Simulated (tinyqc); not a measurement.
Classical nucleation, growth and JMAK kinetics of crystallisation from a melt or glass: one step, computed by the program tinyqc.

A spherical nucleus cap on a flat wall with a sharp interface of isotropic energy gamma; lambda = Omega^(1/3) is the jump distance.

Question. Fraction transformed and grain size. JMAK with steady nucleation and growth, nuclei spread at random: extended fraction X_e = (pi/3) I u^3 t^4, X = 1 - exp(-X_e); t_X = [-3 ln(1 - X)/(pi I u^3)]^(1/4); final grains per volume = Gamma(5/4) (3/pi)^(1/4) (I/u)^(3/4), Gamma(5/4) = 0.9064024771. Grain size = (grains per volume)^(-1/3).

Inputs (values chosen for the exercise, for a model substance):

| quantity | value | unit |
|---|---|---|
| atomic volume Omega | 14.6 | angstrom^3 |
| temperature T | 721 | K |
| wall area per volume S_v | 2.2e+06 | 1/m |
| time t | 0.00085 | s |

Nucleation: on a flat wall. Driving force: Turnbull (linear).

nucleation rate I = 2.604108e+19 1/(m^3 s)

growth velocity u = 7.281498e-10 m/s

Give: extended fraction; fraction X at t; half time t_0.5; grains per volume; grain size.

Answer.

extended fraction = 5.496e-21

fraction X at t = 5.496e-21

half time t_0.5 = 90.08 s

grains per volume = 2.330e+21 1/m^3

grain size = 0.07543 micrometre

t is 9.4e-6 half times: nearly nothing has crystallised. Caution: homogeneous nucleation, left out here, would be as fast or faster: the wall offers too few sites or too small a cut in the barrier. Caution: homogeneous nucleation, left out here, would be as fast or faster. Caution: grains come out smaller than the spacing of the walls, so nuclei are not spread at random as JMAK assumes.
